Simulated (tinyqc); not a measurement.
# Gated two-dimensional channel with two bands, quantum capacitance: two studies

phi is the Fermi level above the lowest band edge, in volts; Vg is counted from the gate voltage at which an empty channel would have phi = 0. The channel has no thickness; trap charge is -q Dit phi.

Parameters, values chosen for the exercise; lowest band close to that of a thin germanium body:
- T = 300 K (temperature)
- eox = 3.9 (relative permittivity of the gate insulator (close to silicon dioxide))
- tox = 10 nm (insulator thickness)
- md = 0.0855 m0 (in-plane mass)
- gv = 1 (valley degeneracy)
- m2 = 0.13 m0 (in-plane mass of a second band, chosen freely)
- g2 = 6 (valley degeneracy of that band, chosen freely)
- E2 = 0.24 eV (second band edge above the first)
- Dit = 1.5e12 cm^-2 eV^-1 (density of traps)
- Vg = 0.53 V (gate voltage)

Constants: q = 1.602176634e-19 C, kB = 1.380649e-23 J/K, hbar = 1.054571817e-34 J s, m0 = 9.1093837015e-31 kg, Vt = kB T/q, eps0 = 8.8541878128e-14 F/cm where lengths are in cm. Results are converted to the units shown.

Each table varies one quantity; the others keep the values above.

## Effect of the gate voltage

D1 = gv md m0 q/(pi hbar^2), D2 = g2 m2 m0 q/(pi hbar^2) per eV; n1 = D1 Vt ln(1 + exp(phi/Vt)), n2 = D2 Vt ln(1 + exp((phi - E2)/Vt)), n = n1 + n2; Cq = q dn/dphi = q [D1/(1 + exp(-phi/Vt)) + D2/(1 + exp((E2 - phi)/Vt))]. Cox = eps0 eox/tox; Vg = phi + q (n + Dit phi)/Cox. 1/C_G = 1/Cox + 1/(Cq + q Dit); dphi/dVg = Cox/(Cox + Cq + q Dit).

The same in every row: Cox (uF/cm^2) = 0.3453.

Results:
```
Vg (V)   phi (V)  n (cm^-2)  Cq (uF/cm^2)  C_G (uF/cm^2)  dphi/dVg  share of the second band (%)
-0.2     -0.1203    8.757e9       0.05401         0.1589    0.5398                       0.08511
0       -0.04334   1.584e11        0.9024         0.2652    0.2321                       0.09240
0.2     -0.01064   4.699e11         2.284         0.3038    0.1203                        0.1104
0.4     0.009544   8.272e11         3.390         0.3153   0.08685                        0.1369
0.6      0.02531   1.201e12         4.173         0.3203   0.07257                        0.1736
0.8      0.03902   1.582e12         4.708         0.3228   0.06523                        0.2239
1        0.05161   1.967e12         5.074         0.3242   0.06102                        0.2929
1.2      0.06353   2.354e12         5.327         0.3251   0.05840                        0.3880
1.6      0.08621   3.133e12         5.661         0.3262   0.05528                        0.7004
```

Estimate the missing row, Vg = 1.4 V.

Computed row:
```
Vg (V)  phi (V)  n (cm^-2)  Cq (uF/cm^2)  C_G (uF/cm^2)  dphi/dVg  share of the second band (%)
1.4     0.07502   2.743e12         5.513         0.3258   0.05662                        0.5193
```

With this row back in the table: As Vg goes from -0.2 to 1.6, Cq rises from 0.0540 to 5.66 uF/cm^2, C_G/Cox rises from 0.460 to 0.945 and n rises from 8.76e9 to 3.13e12 cm^-2. Cq is below Cox for Vg = -0.2; there the density of states limits the response dn/dVg more than the insulator does.

## Effect of the density of traps

Same model as above.

The same in every row: Cox (uF/cm^2) = 0.3453.

Effect of the density of traps:
```
Dit (cm^-2 eV^-1)   phi (V)  n (cm^-2)  Cq (uF/cm^2)  C_G (uF/cm^2)  dphi/dVg  share of the second band (%)
0                   0.02123   1.097e12         3.985         0.3178   0.07974                        0.1622
1e11                0.02115   1.095e12         3.981         0.3179   0.07952                        0.1620
3e11                0.02099   1.091e12         3.974         0.3180   0.07907                        0.1616
7e11                0.02069   1.083e12         3.959         0.3183   0.07818                        0.1609
2e12                0.01975   1.060e12         3.914         0.3193   0.07539                        0.1585
4e12                0.01845   1.029e12         3.851         0.3207   0.07139                        0.1554
1e13                0.01535   9.557e11         3.695         0.3242   0.06119                        0.1483
3e13               0.009698   8.305e11         3.399         0.3314   0.04039                        0.1372
```

As Dit goes from 0 to 3e13, Cq falls from 3.98 to 3.40 uF/cm^2, C_G/Cox rises from 0.920 to 0.960 and n falls from 1.10e12 to 8.30e11 cm^-2. Cq exceeds Cox in every row, so the insulator is the tighter limit, though Cq still cuts C_G by up to 8.0 %.

Numbers from tinyqc (`OMP_NUM_THREADS=1 python tinyqc.py 2200034 2200035 out.jsonl`; about 0.01 s on one thread of a shared Intel Xeon 2.30GHz).
